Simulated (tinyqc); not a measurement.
Reverse leakage of an n+-p junction: diffusion, generation, trap-assisted and band-to-band tunnelling: two steps of the calculation.

One-sided abrupt junction in the depletion approximation, x from the junction (0) to W on the p side, field F = F0 (1 - x/W). Flat quasi-Fermi levels, long p side. Traps generate through SRH with both lifetimes shortened by 1 + Gamma (Hurkx enhancement, form for moderate fields); band-to-band generation is local and needs a total bending above Eg.

Parameters, values chosen for the exercise; band and dielectric values close to those of silicon: temperature T = 250 K; band gap Eg = 1.11 eV; relative permittivity eps_r = 11.8; conduction-band density of states at T Nc = 2.15e19 cm^-3; valence-band density of states at T Nv = 2.01e19 cm^-3; acceptor density of the lighter side Na = 1.8e17 cm^-3; donor density of the heavier side Nd = 5e19 cm^-3; SRH lifetime of both carriers at zero field tau = 3e-8 s; trap level above the intrinsic level Et = 0 eV; tunnelling mass mt = 0.23 m0; electron diffusion coefficient on the lighter side Dn = 4.7 cm^2/s; band-to-band prefactor Ab = 6.4e14 cm^-0.5 V^-2.5 s^-1; band-to-band field constant Bb = 1.96e7 V/cm; reverse bias VR = 1.7 V.

Constants: q = 1.602176634e-19 C, kB = 1.380649e-23 J/K, hbar = 1.054571817e-34 J s, m0 = 9.1093837015e-31 kg, Vt = kB T/q, eps0 = 8.8541878128e-14 F/cm where lengths are in cm. Results are converted to the units shown.

Problem 1. Field, scales and diffusion current. ni = sqrt(Nc Nv) exp(-Eg/(2 Vt)), Eg in volts; Vbi = Vt ln(Na Nd/ni^2); W = sqrt(2 eps0 eps_r (Vbi + VR)/(q Na)); F0 = 2 (Vbi + VR)/W; FG = sqrt(24 mt m0 (kB T)^3)/(q hbar); J_diff = q ni^2 sqrt(Dn/tau)(1 - exp(-VR/Vt))/Na.

Wanted: ni; Vbi; W; F0; FG; J_diff.

Solution 1.

ni = 1.347e8 cm^-3
Vbi = 1.027 V
W = 140.6 nm
F0 = 388.0 kV/cm
FG = 269.1 kV/cm
J_diff = 2.023e-16 A/cm^2

Problem 2. Generation rates across the layer. u = (Vbi + VR)(1 - x/W)^2, p = Na exp(-u/Vt), n = Nd exp((u - Vbi - VR)/Vt); G0 = ni^2 (1 - exp(-VR/Vt))/(tau (n + p + 2 ni cosh(Et/Vt))); Gamma = 2 sqrt(3 pi)(F/FG) exp((F/FG)^2); trap-assisted part G0 Gamma; G_bb = Ab F^2.5 exp(-Bb/F) with F in V/cm, zero unless Vbi + VR > Eg, and counted as zero under 1 cm^-3 s^-1. 15 equal steps.

ni = 1.3474408e8 cm^-3
Vbi = 1.0265939 V
W = 140.55592 nm
F0 = 387.97283 kV/cm
FG = 269.13019 kV/cm

Give: x; F; Gamma; G0; G0 Gamma; G_bb.

Solution 2.

| point | x (nm) | F (kV/cm) | Gamma | G0 (cm^-3 s^-1) | G0 Gamma (cm^-3 s^-1) | G_bb (1e6 cm^-3 s^-1) |
|---|---|---|---|---|---|---|
| 0 | 0.0 | 388.0 | 70.72 | 1.210e4 | 8.560e5 | 6.887 |
| 1 | 9.4 | 362.1 | 50.49 | 1.470e11 | 7.424e12 | 0.157 |
| 2 | 18.7 | 336.2 | 36.54 | 2.237e15 | 8.174e16 | 0.002 |
| 3 | 28.1 | 310.4 | 26.77 | 2.246e15 | 6.013e16 | 0.000 |
| 4 | 37.5 | 284.5 | 19.85 | 2.246e15 | 4.457e16 | 0.000 |
| 5 | 46.9 | 258.6 | 14.86 | 2.246e15 | 3.337e16 | 0.000 |
| 6 | 56.2 | 232.8 | 11.22 | 2.246e15 | 2.520e16 | 0.000 |
| 7 | 65.6 | 206.9 | 8.526 | 2.246e15 | 1.915e16 | 0.000 |
| 8 | 75.0 | 181.1 | 6.495 | 2.244e15 | 1.458e16 | 0.000 |
| 9 | 84.3 | 155.2 | 4.937 | 1.084e15 | 5.351e15 | 0.000 |
| 10 | 93.7 | 129.3 | 3.717 | 4.296e12 | 1.597e13 | 0.000 |
| 11 | 103.1 | 103.5 | 2.736 | 2.725e10 | 7.455e10 | 0.000 |
| 12 | 112.4 | 77.6 | 1.924 | 5.312e8 | 1.022e9 | 0.000 |
| 13 | 121.8 | 51.7 | 1.225 | 3.190e7 | 3.906e7 | 0.000 |
| 14 | 131.2 | 25.9 | 0.5956 | 5.901e6 | 3.514e6 | 0.000 |
| 15 | 140.6 | 0.0 | 0 | 3.362e6 | 0 | 0.000 |

Range of the model: The n+ side is degenerate, so Vbi from Boltzmann statistics is only a guide.

Program tinyqc, `OMP_NUM_THREADS=1 python tinyqc.py 2290136 2290137 out.jsonl`; Intel Xeon 2.30GHz, shared host, one thread, about 0.01 s.
